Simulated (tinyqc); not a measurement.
Shape against the ratio gamma(100)/gamma(111): equilibrium crystal shape, supported particles, Gibbs-Thomson effect and coarsening. Computed by tinyqc, a small Python program. Command: `OMP_NUM_THREADS=1 python tinyqc.py 3031521 3031522 out.jsonl wulff walk`. One thread of a shared host (Intel(R) Xeon(R) Processor @ 2.30GHz), about 0.04 s of CPU time with the checks.

A cubic crystal bounded by {100}, {110} and {111} facets only.

Inputs (values chosen for the exercise, for a model metal): lattice constant a = 4.16 angstrom; first-neighbour bond energy e1 = 0.192 eV; second-neighbour bond energy e2 = 0.011 eV.

Surface energies: broken bonds, bcc.

Constants: 1 eV/angstrom^2 = 16.02176634 J/m^2.

Method:
- A cut with normal n breaks sum_R |R.n|/(2 Omega) bonds per area (R over all neighbours of a shell) and makes two surfaces: gamma = sum over shells e_s sum_R |R.n|/(4 Omega). bcc: 8 neighbours a/2 (1,1,1), 6 at a (1,0,0), Omega = a^3/2.
- Wulff construction: the facet planes lie at distances lambda gamma from the centre, and the shape is the region inside all of them; V = (1/3) sum of area x distance. gamma_mean = sum A gamma / sum A; shape factor eta = A/V^(2/3) (4.836 for a sphere).
- gamma(110)/gamma(111) is held at the value of this crystal.

gamma (J/m^2): (100) 0.365697, (110) 0.265788, (111) 0.325522

Area fractions:
```
gamma(100)/gamma(111)   {100}   {110}  {111}     eta
0.550                  1.0000  0.0000      0  6.0000
0.674                  0.6151  0.3849      0  5.3457
0.809                  0.2833  0.7167      0  5.1603
0.955                  0.0877  0.9123      0  5.2305
1.120                  0.0026  0.9974      0  5.3401
1.260                  0.0000  1.0000      0  5.3454
1.460                  0.0000  1.0000      0  5.3454
1.750                  0.0000  1.0000      0  5.3454
```

What follows from these numbers?

{100} holds 100 % of the area in the first row and 0 % in the last; without {110} the limits are a cube below 1/sqrt(3) = 0.577 and an octahedron above sqrt(3) = 1.732. The roundest shape among these rows (eta = 5.160) is at the ratio 0.809; {110} shows in 7 rows.
